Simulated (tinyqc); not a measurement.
# Bulk transistor, scale length and short-channel effects: effect of the drain voltage

A gate, an insulator of thickness ti and a depleted layer of depth ts on a conducting body. Below threshold the potential that source and drain add obeys Laplace's equation and vanishes on the gate and at the bottom of the depleted layer. Its lowest mode decays along the channel as exp(-k y); k is the smallest positive root of the matching condition at the interface, and the scale length is Lambda = pi/k.

k is the smallest positive root of f(k) = eps_r sin(k ti) cos(k ts) + ei cos(k ti) sin(k ts). Along the channel psi(y) = s + a exp(y/l) + b exp(-y/l) with psi(0) = Vbi, psi(L) = Vbi + Vds and l = 1/k = Lambda/pi; with A = Vbi - s, B = A + Vds, x = exp(-L/l): a = (B - A x) x/(1 - x^2), b = (A - B x)/(1 - x^2). The minimum is s + 2 sqrt(a b), at y = (l/2) ln(b/a). The long-channel potential follows the gate as s = sT + (Vg - VTL)/m, and the threshold VT is the gate voltage at which the minimum equals sT. Swing = m Vt ln 10/g at threshold, g = d(minimum)/ds = 1 - (b x + a)/((1 + x) sqrt(a b)). DIBL = [VT(0.05 V) - VT(Vds)]/(Vds - 0.05 V). sT and Vbi are held fixed; m = 1 + eps_r ti/(ei ts) in each row.

Values chosen for this exercise; permittivities: semiconductor close to that of indium arsenide, insulator close to that of hafnium oxide:
```
symbol  value  unit                                     meaning
T         300     K                                 temperature
eps_r    14.9        relative permittivity of the semiconductor
ei       22.9            relative permittivity of the insulator
ti        4.9    nm                         insulator thickness
ts         10    nm                             depletion depth
L          24    nm                              channel length
Vbi      0.95     V                     potential of the source
sT       0.55     V   potential of the barrier top at threshold
```

Constants: q = 1.602176634e-19 C, kB = 1.380649e-23 J/K, Vt = kB T/q. Results are converted to the units shown.

The same in every row: Lambda (nm) = 14.035; L/Lambda = 1.7100.

Effect of the drain voltage:
```
Vds (V)  VT - VTL at Vds (mV)  DIBL (mV/V)  swing (mV/decade)
0.2                   -101.66       92.117             91.050
0.35                  -114.05       87.372             91.367
0.5                   -125.43       83.544             91.731
0.65                  -136.05       80.353             92.114
0.8                   -146.06       77.629             92.505
0.95                  -155.58       75.263             92.896
1.1                   -164.67       73.177             93.283
```

As Vds goes from 0.2 to 1.1 V, Lambda stays at 14.0 nm, DIBL falls from 92.1 to 73.2 mV/V and the swing rises from 91.1 to 93.3 mV a decade.

tinyqc, about 0.01 s, one thread, Intel Xeon 2.30GHz (shared host): `OMP_NUM_THREADS=1 python tinyqc.py 2420133 2420134 out.jsonl`
